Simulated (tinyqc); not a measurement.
# Gap voltage and exponent from three temperatures

Problem. At constant current VBE(T) = Vg0 - a T - eta (kB T/q) ln T, where a is a constant. Find Vg0, eta and dVBE/dT at the middle temperature.

Constants: q = 1.602176634e-19 C, kB = 1.380649e-23 J/K. Results are converted to the units shown.

T (K): 253  330  360
VBE at a constant current (V): 0.7782728033  0.6318926815  0.5729150886

Solution. The relation is linear in Vg0, a and eta, so three points give a linear system; the slope is (VBE - Vg0 - eta kB T/q)/T. eta rests on the curvature of VBE(T) alone, so real fits need accuracy of some tens of microvolts or better.

Vg0 = 1.150 V
eta = 4.400
dVBE/dT = -1.949 mV/K

Numbers from tinyqc (`OMP_NUM_THREADS=1 python tinyqc.py 2062140 2062141 out.jsonl`; about 0.03 s on one thread of a shared Intel Xeon 2.30GHz).
